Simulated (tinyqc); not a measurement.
Worked calculation: Hueckel theory of the pi electrons with the omega technique, for the molecule C=CC(=C)C(=C)Cl (SMILES; centres numbered as the heavy atoms are written). One step of it, computed by the program tinyqc.

Task: Omega technique, round 2. h_r = h_r(0) + omega q_r, omega = 1, with q_r = z_r - P_rr.

Hueckel matrix in units of beta (H = alpha + beta A), lower triangle:
```
           1C        2C        3C        4C        5C        6C       7Cl
1C   0.000000
2C   1.000000  0.000000
3C   0.000000  1.000000  0.000000
4C   0.000000  0.000000  1.000000  0.000000
5C   0.000000  0.000000  1.000000  0.000000  0.000000
6C   0.000000  0.000000  0.000000  0.000000  1.000000  0.000000
7Cl  0.000000  0.000000  0.000000  0.000000  0.370000  0.000000  1.700000
```

charge and bond-order matrix P, lower triangle:
```
            1C         2C         3C         4C        5C         6C       7Cl
1C    0.998924
2C    0.908088   1.000343
3C    0.000825   0.408706   0.998835
4C   -0.408565  -0.000216   0.817271   1.007273
5C   -0.090816   0.000245   0.404952  -0.005250  1.004939
6C   -0.004454  -0.090689   0.007340  -0.405915  0.901354   1.005467
7Cl   0.013458  -0.010498  -0.031383  -0.017174  0.123594  -0.120276  1.984219
```

Centres:
```
centre  z_r, pi electrons of the neutral centre         h
1C                                            1  0.000000
2C                                            1  0.000000
3C                                            1  0.000000
4C                                            1  0.000000
5C                                            1  0.000000
6C                                            1  0.000000
7Cl                                           2  1.700000
```

Give: matrix after round 2.

Result:

matrix after round 2, lower triangle:
```
         1C       2C      3C       4C       5C       6C     7Cl
1C   0.0011
2C   1.0000  -0.0003
3C   0.0000   1.0000  0.0012
4C   0.0000   0.0000  1.0000  -0.0073
5C   0.0000   0.0000  1.0000   0.0000  -0.0049
6C   0.0000   0.0000  0.0000   0.0000   1.0000  -0.0055
7Cl  0.0000   0.0000  0.0000   0.0000   0.3700   0.0000  1.7158
```
